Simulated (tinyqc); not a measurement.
# From one set of inputs to another, one input at a time

Model: the 3-omega method: a line heater on a substrate with a thin film. Computed by tinyqc, a small Python program. Command: `OMP_NUM_THREADS=1 python tinyqc.py 3018008 3018009 out.jsonl threeomega ladder`. One thread of a shared host (Intel(R) Xeon(R) Processor @ 2.30GHz), about 0.01 s of CPU time with the checks.

A current at angular frequency omega = 2 pi f heats the line at 2 omega with the amplitude P per length; the temperature swing Delta T at 2 omega gives a voltage at 3 omega. The substrate is taken as semi-infinite and isotropic, and the heat capacity of heater and film is left out.

The inputs printed are set A. Set A is modelled on a low-k dielectric on gallium oxide; the values taken over come from a set modelled on alumina on gallium oxide. Inputs not listed in the table keep their values of set A, so the rows need not describe a real material.

Inputs (values chosen for the exercise, modelled on a low-k dielectric on gallium oxide):
```
quantity                                    value           unit
substrate conductivity kappa                 22.9        W/(m K)
substrate heat capacity C                    3.18  1e6 J/(m^3 K)
heater half-width b                            12     micrometre
power amplitude per length P                  7.2            W/m
current frequency f                            98             Hz
film thickness t                               89             nm
film conductivity kappa_f                    0.32        W/(m K)
interface resistance R_i                      5.7       m^2 K/GW
substrate thickness d_s                      1000     micrometre
temperature coefficient of resistance beta    2.2         1e-3/K
voltage amplitude V_1                        0.55              V
```

Method:
- D = kappa/C; q = sqrt(2 i omega/D); penetration depth 1/|q| = sqrt(D/(2 omega)).
- Delta T_s = (P/(pi kappa)) int_0^infinity (sin x/x)^2 / sqrt(x^2 + (q b)^2) dx with (q b)^2 = i |q b|^2, averaged over the heater width (12 Gauss-Legendre points on each of the pieces 0, 14 log-spaced edges from 1e-5 to 1, and multiples of pi to 40 pi; the tail adds 1/(4 (40 pi)^2)).
- For |q| b much below 1: Delta T_s = (P/(pi kappa)) [-ln(|q| b) + eta - i pi/4], eta = 3/2 - C_E = 0.92278, with Euler's C_E = 0.5772157.
- One-dimensional flow across the film: Delta T_f = P (t/kappa_f + R_i)/(2 b); total in-phase swing Delta T = Delta T_s + Delta T_f; third-harmonic amplitude V_3 = V_1 beta |Delta T|/2 with the out-of-phase part included; the apparent film conductivity is t/(t/kappa_f + R_i).

Each row keeps all changes above it:
```
input moved                                from    to  Delta T_f (K)  penetration depth (micrometre)  film share of the in-phase swing
set A                                         -     -          0.085                           76.47                            0.2345
power amplitude per length P (W/m)          7.2    41          0.485                           76.47                            0.2345
substrate conductivity kappa (W/(m K))     22.9  22.7          0.485                           76.13                            0.2332
heater half-width b (micrometre)             12   7.4          0.786                           76.13                            0.2959
current frequency f (Hz)                     98  3500          0.786                           12.74                            0.4758
film thickness t (nm)                        89   150          1.314                           12.74                            0.6028
film conductivity kappa_f (W/(m K))        0.32   1.6          0.276                           12.74                            0.2413
substrate heat capacity C (1e6 J/(m^3 K))  3.18  3.24          0.276                           12.62                            0.2424
```

Delta T_f goes from 0.0851 to 0.276, a factor 3.24 in all. The largest single move comes from power amplitude per length P (a factor 5.69), and film conductivity kappa_f works against it (a factor 0.210). Penetration depth goes from 76.5 to 12.6, a factor 0.165 in all. The largest single move comes from current frequency f (a factor 0.167). Film share of the in-phase swing goes from 0.234 to 0.242, a factor 1.03 in all. The largest single move comes from film conductivity kappa_f (a factor 0.400), but it runs against the net change; the largest move in the direction of the net change is current frequency f (a factor 1.61). The single moves hold for this order of the switches; the total does not depend on the order.

Extremes, crossings and ranges named in words are read from the listed rows.
